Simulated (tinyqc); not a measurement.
# Random telegraph noise from one oxide trap in a small MOSFET: what changes with what

An acceptor-like trap exchanges electrons with the channel. Inversion charge Q = Cox u, u = n Vt W0(exp((Vg - VT)/(n Vt))), W0 the Lambert function, n = nf, Cox = eps0 eox/tox; linear regime Id = (W/L) mu Q Vd. Relative to threshold the surface potential rises by Vt ln(u/u0) and the oxide voltage by the rest of Vg - VT, with u0 = n Vt W0(1).

Parameters, values chosen for the exercise; values of the order met in silicon transistors: temperature T = 250 K; relative permittivity of the gate insulator (close to silicon dioxide) eox = 3.9; insulator thickness tox = 2.3 nm; depth of the trap from the channel interface xt = 0.3 nm; trap level above the channel Fermi level at threshold E0 = 0.07 eV; capture prefactor s0 = 7e-16 cm^2; capture barrier (lattice relaxation) EB = 0.41 eV; tunnelling decay length lt = 0.17 nm; thermal velocity vth = 1.2e7 cm/s; thickness of the inversion layer zi = 1.6 nm; threshold voltage VT = 0.51 V; body factor nf = 1.17; gate width W = 29 nm; gate length L = 65 nm; mobility mu = 380 cm^2/(V s); scattering coefficient of the charged trap asc = 3.1e-16 V s; drain voltage Vd = 0.02 V; gate voltage Vg = 0.66 V.

Constants: q = 1.602176634e-19 C, kB = 1.380649e-23 J/K, Vt = kB T/q, eps0 = 8.8541878128e-14 F/cm where lengths are in cm. Results are converted to the units shown.

Each table varies one quantity; the others keep the values above.

## Time constants and noise against gate voltage

N = Cox u/q; dpsi = Vt ln(u/u0); E = E0 - dpsi - (xt/tox)(Vg - VT - dpsi); capture time tc = 1/[(N/zi) vth s0 exp(-xt/lt - EB/Vt)]; emission time te = tc exp(-E/Vt); occupancy te/(tc + te). A = W L; threshold step dV = q (1 - xt/tox)/(Cox A); gm/Id = 1/(u + n Vt); relative step dI/I = (gm/Id) dV + asc mu/A. fc = (1/tc + 1/te)/(2 pi); rms = (dI/I) sqrt(tc te)/(tc + te).

Time constants and noise against gate voltage:

| Vg (V) | E (eV) | tc (s) | te (s) | occupancy | dI/I (%) | fc (Hz) | rms dI/I (%) |
|---|---|---|---|---|---|---|---|
| 0.47 | 0.09755 | 0.5037 | 0.005442 | 0.01069 | 17.29 | 29.56 | 1.777 |
| 0.53 | 0.05875 | 0.09643 | 0.006307 | 0.06139 | 10.91 | 26.88 | 2.618 |
| 0.59 | 0.03311 | 0.03725 | 0.008012 | 0.1770 | 6.492 | 24.14 | 2.478 |
| 0.65 | 0.01452 | 0.02098 | 0.01069 | 0.3376 | 4.428 | 22.48 | 2.094 |
| 0.71 | -6.563e-4 | 0.01417 | 0.01460 | 0.5076 | 3.367 | 22.13 | 1.683 |
| 0.77 | -0.01398 | 0.01057 | 0.02021 | 0.6567 | 2.746 | 22.94 | 1.304 |
| 0.83 | -0.02616 | 0.008374 | 0.02820 | 0.7710 | 2.345 | 24.65 | 0.9851 |
| 0.89 | -0.03757 | 0.006913 | 0.03955 | 0.8512 | 2.067 | 27.05 | 0.7355 |
| 0.95 | -0.04845 | 0.005875 | 0.05568 | 0.9046 | 1.864 | 29.95 | 0.5476 |

What does the table show?

tc falls from 0.504 to 0.00587 s as the channel fills and te rises from 0.00544 to 0.0557 s; they are equal at Vg = 0.707 V, where E = 0. The rms noise goes from 1.78 through a maximum of 2.62 (at Vg = 0.53 V among the rows listed) to 0.548 %. The slope -Vt d ln(tc/te)/dVg is 0.647 between the first two rows and 0.181 between the last two; it tends to xt/tox = 0.130 only when the surface potential stops moving. For Vg = 0.47 the step exceeds 15 %, where a linear one-charge estimate is rough.

## Effect of the gate length

Same model as above.

The same in every row: E (eV) = 0.01182; tc (s) = 0.01946; te (s) = 0.01125; occupancy = 0.3662; fc (Hz) = 22.33.

Result of one run:

| L (nm) | dI/I (%) | rms dI/I (%) |
|---|---|---|
| 25 | 10.93 | 5.266 |

What becomes of these results when the gate length L is changed from 25 to 300 nm, all else the same?

Result of the changed run:

| L (nm) | dI/I (%) | rms dI/I (%) |
|---|---|---|
| 300 | 0.9109 | 0.4388 |

The whole series:

| L (nm) | dI/I (%) | rms dI/I (%) |
|---|---|---|
| 15 | 18.22 | 8.777 |
| 25 | 10.93 | 5.266 |
| 41 | 6.665 | 3.211 |
| 67 | 4.079 | 1.965 |
| 110 | 2.484 | 1.197 |
| 180 | 1.518 | 0.7314 |
| 300 | 0.9109 | 0.4388 |
| 500 | 0.5465 | 0.2633 |

As L goes from 15 to 500, tc stays at 0.0195 s, te stays at 0.0112 s and dI/I falls from 18.2 to 0.547 %. The step goes as 1/(W L), while the times do not depend on the size. For L = 15 the step exceeds 15 %, where a linear one-charge estimate is rough.

Range of the model: VT is taken as given; short-channel effects and the uneven flow of current among few electrons are left out.

Computed by the program tinyqc: `OMP_NUM_THREADS=1 python tinyqc.py 2710015 2710016 out.jsonl`, one thread of a shared Intel Xeon 2.30GHz, about 0.01 s for the whole run.
